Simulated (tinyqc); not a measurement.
Thermionic-field emission through a Schottky barrier, WKB: two steps of the calculation.

Metal on an n-type semiconductor with one parabolic valley; V > 0 is forward bias (metal positive). Energies E are counted from the conduction edge of the neutral semiconductor, whose Fermi level lies at -xi; that of the metal lies at -xi - V. The barrier is a parabola of height Vd = phi - xi - V (depletion approximation, no image force).

Values chosen for this exercise; band and dielectric values those of a made-up semiconductor:
```
symbol,value,unit,meaning
T,300,K,temperature
me,0.0321,m0,electron mass
eps_r,12.8,,relative permittivity
phi,0.4,eV,barrier height seen from the metal
Nd,1.7e19,cm^-3,donor density
V,0.17,V,bias
nE,11,,points of the energy grid
Eb,1.1,eV,upper end of the energy grid
```

Constants: q = 1.602176634e-19 C, kB = 1.380649e-23 J/K, hbar = 1.054571817e-34 J s, h = 6.62607015e-34 J s, m0 = 9.1093837015e-31 kg, Vt = kB T/q, eps0 = 8.8541878128e-14 F/cm where lengths are in cm. Results are converted to the units shown.

Problem 1. Fermi level, barrier and E00. Nc = 2 (2 pi me m0 kB T/h^2)^1.5 (times 1e-6 for cm^-3); Nd = Nc F12(-xi/Vt), F12(x) = (2/sqrt(pi)) int_0^infinity sqrt(u)/(1 + exp(u - x)) du; E00 = (hbar/2) sqrt(Nd/(me m0 eps0 eps_r)) in SI units (volts). W = sqrt(2 eps0 eps_r Vd/(q Nd)).

Give: Nc; xi; Vd; W; E00; E00/Vt.

Solution 1.

Nc = 1.443e17 cm^-3
xi = -0.7503 eV
Vd = 0.9803 V
W = 9.032 nm
E00 = 119.4 meV
E00/Vt = 4.620

By a common rule of thumb, E00/Vt below 0.5 marks thermionic emission, 0.5 to 5 thermionic-field emission and above 5 field emission. By that rule alone: thermionic-field emission; with a high barrier, tunnelling near its top can carry most of the current even below 0.5.

Problem 2. Current density on a coarse grid. For E < Vd, ln T(E) = -(Vd/E00) [sqrt(1 - y) - y ln((1 + sqrt(1 - y))/sqrt(y))], y = E/Vd; T(E) = 1 above. J = A* T (q/kB) int_0^infinity T(E) N(E) dE, N = ln[(1 + exp((-xi - E)/Vt))/(1 + exp((-xi - V - E)/Vt))], A* = 4 pi q me m0 kB^2/h^3 (times 1e-4 for A/(cm^2 K^2)). Simpson's rule on nE equally spaced points from 0 to Eb.

xi = -0.75030933 eV
Vd = 0.98030933 V
E00 = 119.42473 meV

Find: E; T(E); N; T(E) N; J.

Solution 2.

```
point,E (eV),T(E),N,T(E) N
0,0.000,2.723e-4,6.576,0.001791
1,0.110,0.002208,6.576,0.01452
2,0.220,0.009194,6.576,0.06046
3,0.330,0.02916,6.576,0.1917
4,0.440,0.07634,6.572,0.5017
5,0.550,0.1709,6.307,1.078
6,0.660,0.3327,3.478,1.157
7,0.770,0.5658,0.3825,0.2164
8,0.880,0.8328,0.006596,0.005493
9,0.990,1.000,9.392e-5,9.392e-5
10,1.100,1.000,1.333e-6,1.333e-6
```

J = 4.656e6 A/cm^2

The integrand peaks at E = 0.660 eV among these points, 0.67 of the barrier height.

Range of the model: The depletion approximation, a parabolic band and the neglect of image-force lowering make these currents estimates at high doping.

Computed by the program tinyqc: `OMP_NUM_THREADS=1 python tinyqc.py 2640114 2640115 out.jsonl`, one thread of a shared Intel Xeon 2.30GHz, about 0.06 s for the whole run.
